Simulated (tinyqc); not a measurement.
Worked calculation: Shockley state of an s-p chain by decimation. Values are carried at full precision from step to step, so a last printed digit may differ when a step is redone from the rounded ones.

Each site has s at -d/2 and p at +d/2: H0 = diag(-d/2, d/2). The block to the next site on the right is H1 = [[-ts, u], [-u, tp]] (rows s, p of site n; columns s, p of site n + 1). Bulk: H(k) = [[-d/2 - 2 ts cos k, 2i u sin k], [-2i u sin k, d/2 + 2 tp cos k]]. The bands are inverted at k = pi if d < 2 (ts + tp).

Values chosen for the exercise:

| symbol | value | unit | meaning |
|---|---|---|---|
| d | 2.64 | eV | Ep - Es |
| ts | 0.62 | eV | s-s hopping |
| tp | 1.42 | eV | p-p hopping |
| u | 1.27 | eV | s-p hopping |
| E | 0.5 | eV | energy |
| eta | 0.05 | eV | broadening |

## Bulk bands

Levels and s weight of the lower band at k = j pi/6.

Bands:

| k/pi | lower (eV) | upper (eV) | s weight, lower |
|---|---|---|---|
| 0.000 | -2.5600 | 4.1600 | 1.000 |
| 0.167 | -2.6449 | 4.0306 | 0.962 |
| 0.333 | -2.8116 | 3.6116 | 0.864 |
| 0.500 | -2.8625 | 2.8625 | 0.731 |
| 0.667 | -2.6201 | 1.8201 | 0.568 |
| 0.833 | -2.0391 | 0.6534 | 0.334 |
| 1.000 | -1.5200 | -0.0800 | 0.000 |

The lower band is s-like at k = 0 and p-like at pi: the bands are inverted, and the gap is a hybridisation gap that can hold a Shockley state.

## First round of decimation

Decimation (Sancho-Rubio) at z = E + i eta: start with es = e = H0, A = H1, B = H1^T. Each round forms g = (z - e)^-1 and sets es += A g B, e += A g B + B g A, A = A g A, B = B g B, doubling the length covered. Stop when all |A| < 1e-10. Surface G = (z - es)^-1, bulk G = (z - e)^-1; densities -Im tr G/pi.

Carry out one round.

g (1/eV):
```
                s                p
s  0.5490-0.0151i           0.0000
p          0.0000  -1.2150-0.0741i
```

es (eV):
```
                 s                p
s  -3.0686-0.1253i  -1.7588-0.1455i
p  -1.7588-0.1455i  -0.2444-0.1737i
```

e (eV):
```
                 s                p
s  -4.8172-0.2506i           0.0000
p           0.0000  -1.8088-0.3474i
```

A (eV):
```
                s                p
s  2.1707+0.1137i  -2.6234-0.1217i
p  2.6234+0.1217i  -3.3355-0.1251i
```

## Course of the decimation

All rounds.

Rounds:

| round | sites covered | largest \|A\| (eV) | surface density (1/eV) |
|---|---|---|---|
| 1 | 2 | 3.34 | 1.65436 |
| 2 | 4 | 3.48 | 0.02537 |
| 3 | 8 | 1.77 | 0.11783 |
| 4 | 16 | 2.51 | 0.37776 |
| 5 | 32 | 1.54 | 0.11775 |
| 6 | 64 | 0.619 | 0.15107 |
| 7 | 128 | 0.130 | 0.14256 |
| 8 | 256 | 0.00569 | 0.14207 |
| 9 | 512 | 1.09e-05 | 0.14207 |
| 10 | 1024 | 3.99e-11 | 0.14207 |

surface G (1/eV):
```
                 s                p
s   0.5907-0.1019i  -0.2390+0.1695i
p  -0.2390+0.1695i  -0.2404-0.3444i
```

densities (1/eV): surface 0.14207, bulk 0.15649

Converged in 10 rounds. E lies outside the bulk gap (-1.520 to -0.080 eV); once |A| is small it falls roughly as its square in each round, up to a factor.

## Checks

- Surface G against the Dyson relation G = (z - H0 - H1 G H1^T)^-1: they agree to 1e-10 or better.

Program tinyqc; command `OMP_NUM_THREADS=1 python tinyqc.py 1451297 1451298 out.jsonl`; about 0.2 s on one thread of a shared Intel(R) Xeon(R) Processor @ 2.30GHz.
